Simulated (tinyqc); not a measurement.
Inside a calculation. Model: nanowire ballistic transistor, top-of-the-barrier model.

Program tinyqc, `OMP_NUM_THREADS=1 python tinyqc.py 2400038 2400039 out.jsonl`; Intel Xeon 2.30GHz, shared host, one thread, about 0.03 s. Printed values are rounded.

At the top of the source barrier, states moving towards the drain are filled by the source (Fermi level 0) and states moving back by the drain (Fermi level -q Vd); nothing scatters. U is the shift of the band edge there, set by the capacitances CG, CD and CS (the total) and by the charge. Parabolic one-dimensional subband; the source is grounded.

Inputs (values chosen for the exercise); mass and valleys close to those of gallium nitride:
```
symbol  value  unit                                                                 meaning
T          77     K                                                             temperature
m       0.198    m0                                                          effective mass
gv          1                                                             valley degeneracy
eox         9                                   relative permittivity of the gate insulator
tox       3.1    nm                                                     insulator thickness
d           6    nm                                                           wire diameter
aG       0.78                                                            gate control CG/CS
aD      0.052                                                           drain control CD/CS
E0       0.16    eV  band edge at the barrier top above the source Fermi level at zero bias
Vg       0.53     V                                                            gate voltage
Vd        0.1     V                                                           drain voltage
```

Constants: q = 1.602176634e-19 C, kB = 1.380649e-23 J/K, hbar = 1.054571817e-34 J s, h = 6.62607015e-34 J s, m0 = 9.1093837015e-31 kg, Vt = kB T/q, eps0 = 8.8541878128e-14 F/cm where lengths are in cm. Results are converted to the units shown.

## Density of states, capacitances and charge at zero bias

N0 = gv sqrt(2 m kB T/pi)/hbar, CG = 2 pi eps0 eox/ln(1 + 2 tox/d), CS = CG/aG, n0 = n at U = 0 and Vd = 0. eta1 = -(E0 + U)/Vt, eta2 = eta1 - Vd/Vt, n = (N0/2)[F_(-1/2)(eta1) + F_(-1/2)(eta2)], F_(-1/2)(x) = (1/sqrt(pi)) int_0^infinity u^(-1/2)/(1 + exp(u - x)) du. UL = -(aG Vg + aD Vd).

N0 = 1.04768e6 cm^-1
CG = 7.05522 pF/cm
CS = 9.04516 pF/cm
n0 = 3.53152e-5 cm^-1
UL = -0.4186 eV

## Iteration 1: self-consistent potential at the barrier top

U at the start (U = UL) = -0.4186 eV

eta1 = -(E0 + U)/Vt, eta2 = eta1 - Vd/Vt, n = (N0/2)[F_(-1/2)(eta1) + F_(-1/2)(eta2)], F_(-1/2)(x) = (1/sqrt(pi)) int_0^infinity u^(-1/2)/(1 + exp(u - x)) du. U(out) = UL + q (n - n0)/CS. Newton step: U(new) = U + (U(out) - U)/(1 + CQ/CS), CQ = (q/Vt) dn/d(eta1) with both F' summed; F' = dF_(-1/2)/dx.

eta1 = 38.9731
eta2 = 23.9023
n = 6.57681e6 cm^-1
U(out) = -0.302104 eV
CQ = 2.60691 pF/cm
U after iteration 1 = -0.328168 eV

## Iteration 2: self-consistent potential at the barrier top

As before.

eta1 = 25.3442
eta2 = 10.2734
n = 4.86062e6 cm^-1
U(out) = -0.332503 eV
CQ = 3.67624 pF/cm
U after iteration 2 = -0.331250 eV

## Course of the iteration: self-consistent potential at the barrier top

Stop when U changes by less than 1e-9 eV, or after 90 iterations.

Course of the iteration:
```
iteration     U (eV)  |change| (eV)
1          -0.328168         0.0904
2          -0.331250        3.08e-3
3          -0.331258        8.01e-6
4          -0.331258       5.18e-11
```

Converged in 4 iterations. At the end the number of correct digits about doubles with each step.

## Current, mean velocity and share of the gate voltage

converged U = -0.331258 eV

N0 = gv sqrt(2 m kB T/pi)/hbar, CG = 2 pi eps0 eox/ln(1 + 2 tox/d), CS = CG/aG, n0 = n at U = 0 and Vd = 0. eta1 = -(E0 + U)/Vt, eta2 = eta1 - Vd/Vt, n = (N0/2)[F_(-1/2)(eta1) + F_(-1/2)(eta2)], F_(-1/2)(x) = (1/sqrt(pi)) int_0^infinity u^(-1/2)/(1 + exp(u - x)) du. I = gv (2 q^2/h) Vt [ln(1 + exp eta1) - ln(1 + exp eta2)]. Mean velocity I/(q n). CQ = (q/Vt) dn/d(eta1); the band edge follows the gate as -dU/dVg = aG/(1 + CQ/CS).

eta1 = 25.8100
n = 4.93090e6 cm^-1
I = 7.74808 uA
mean velocity = 9.80748e6 cm/s
CQ = 3.61102 pF/cm
-dU/dVg = 0.557453 eV/V

The carriers from the source are degenerate (eta1 = 25.8), and the mean velocity is 1.60 times vT = sqrt(2 kB T/(pi m)) = 6.13e6 cm/s. The drain fills a good part of the returning states, which lowers the mean.
